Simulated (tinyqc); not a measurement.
## Electron density from the centroid

Problem. In the Fang-Howard model the centroid is 3/b with b^3 = 6 (mz1/C) q (Nd + 11 Ns/32)/(eps0 eps_r), C = hbar^2/(2 m0), the field in eV/nm. Find b and Ns.

Inputs (values chosen for the exercise); masses and permittivity close to those of silicon (111): relative permittivity eps_r = 11.8; mass along z of valley set A (6 valley(s)) mz1 = 0.258 m0; sheet density of depletion charge Nd = 2.3e11 cm^-2.

Constants: q = 1.602176634e-19 C, hbar = 1.054571817e-34 J s, m0 = 9.1093837015e-31 kg, eps0 = 8.8541878128e-14 F/cm where lengths are in cm, hbar^2/(2 m0) = 0.0380998212 eV nm^2. Results are converted to the units shown.

centroid = 4.5836121 nm

Answer. b = 3/centroid gives Nd + 11 Ns/32, from which the depletion charge is taken off.

b = 0.655 1/nm
Ns = 6.40e11 cm^-2

Numbers from tinyqc (`OMP_NUM_THREADS=1 python tinyqc.py 2160119 2160120 out.jsonl`; about 0.5 s on one thread of a shared Intel Xeon 2.30GHz).
